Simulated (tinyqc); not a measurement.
Growth of a silicide layer between metal and silicon: linear-parabolic kinetics, ramp anneals and Kissinger analysis: one step, computed by the program tinyqc.

One compound layer of thickness x grows by diffusion through itself and reaction at an interface, dx/dt = 1/(2x/K + 1/v), until the metal is used up at x = a h.

Question. Geometry at full reaction. Silicon consumed b h, sheet resistance rho/(final thickness) with 1 micro-ohm cm/nm = 10 ohm; margin to the junction x_j - b h.

Inputs (values chosen for the exercise, modelled on TiSi2):

| quantity | value | unit |
|---|---|---|
| metal thickness h | 5.1 | nm |
| silicon consumed per metal thickness b | 2.27 | - |
| silicide resistivity | 68 | micro-ohm cm |
| junction depth x_j | 43 | nm |

final thickness = 12.801 nm

Give: silicon consumed; sheet resistance; margin to the junction.

Answer.

silicon consumed = 11.577 nm

sheet resistance = 53.12 ohm/square

margin to the junction = 31.423 nm

The layer takes 27 % of the junction depth; its surface lies 1.22 nm above the original silicon surface. Caution: so thin a film has a resistivity above the bulk value and tends to agglomerate.
